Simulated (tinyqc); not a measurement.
Franz-Keldysh effect at a direct gap, step by step. Values are carried at full precision from step to step, so a last printed digit may differ when a step is redone from the rounded ones.

Parabolic bands, vertical transitions, no excitons. For each hole band j: mr = me mj/(me + mj); joint density of states J_j(E) = (mr/c)^(3/2) sqrt(E - Eg)/(2 pi^2), both spins, c = hbar^2/2m0; averaged matrix element |e.p|^2 = m0 Ep/6; alpha_j(E) = 4 pi^2 alpha_f c Ep J_j/(3 nr E) in 1/angstrom (alpha_f the fine-structure constant, listed as alpha among the constants), times 1e8 for 1/cm.

In a field Fd (1 kV/cm = 1e-5 V/angstrom) the electro-optic energy of band j is th = (c (e Fd)^2/mr)^(1/3), and sqrt(E - Eg) in J_j is replaced by pi sqrt(th) [Ai'(b)^2 - b Ai(b)^2] with b = (Eg - E)/th; Ai is the Airy function.

Constants: hbar^2/2m0 = 3.80998211 eV angstrom^2; fine-structure constant alpha = 0.007297352564.

Inputs chosen for the exercise (near those of InGaAs; not measured data):

| symbol | value | unit | meaning |
|---|---|---|---|
| Eg | 0.741 | eV | direct gap |
| me | 0.0395 | m0 | electron mass |
| mhh | 0.461 | m0 | heavy-hole mass |
| mlh | 0.0532 | m0 | light-hole mass |
| Ep | 22.9 | eV | Kane energy |
| nr | 3.61 |  | refractive index |
| Fd | 46 | kV/cm | uniform field |
| E | 0.743 | eV | photon energy |
| L | 37 | micrometre | length of a waveguide |

## Electro-optic energy and length

For each hole band give mr, th and the length th/(e Fd).

Scales:

| hole | mr (m0) | th (meV) | length (angstrom) |
|---|---|---|---|
| heavy | 0.03638 | 28.088 | 61.1 |
| light | 0.02267 | 32.885 | 71.5 |

The light-hole pair has th larger by a factor 1.171, the cube root of the ratio of reduced masses.

## Airy factors at E

Ai is the Airy function, th the electro-optic energy of each hole band from the table (its other columns are not needed here), b = (Eg - E)/th with th in eV; the factor takes the place of sqrt(E - Eg) in the joint density of states.

Form b, Ai(b), Ai'(b) and the factor pi sqrt(th) [Ai'^2 - b Ai^2] for each band, beside sqrt(E - Eg) (zero below the gap).

Factors:

| hole | b | Ai(b) | Ai'(b) | factor (eV^(1/2)) | without field |
|---|---|---|---|---|---|
| heavy | -0.0712 | 0.3734 | -0.2579 | 0.04024 | 0.0447 |
| light | -0.0608 | 0.3708 | -0.2581 | 0.04273 | 0.0447 |

## Absorption with and without the field

Put the factors in place of sqrt(E - Eg) in alpha_j and add the bands; a waveguide of length L changes its transmission by 4.343 (alpha(F) - alpha(0)) L dB.

alpha_j in the field (1/cm): heavy 594, light 310

alpha(F) = 905 1/cm
alpha(0) = 985 1/cm
change of loss = -1.30 dB

Without the field the loss over L is 16 dB, so this energy is of no use for a modulator. Above the gap the field lowers the absorption at this energy; the sign alternates with energy (Franz-Keldysh oscillations). Excitons, which add a sharp peak at low field, are left out.

## Checks

- Airy factor at b = -40 against the zero-field limit sqrt(-b): 6.33 against 6.32.

tinyqc: `OMP_NUM_THREADS=1 python tinyqc.py 1682086 1682087 out.jsonl`; about 0.01 s, one thread, shared Intel(R) Xeon(R) Processor @ 2.30GHz.
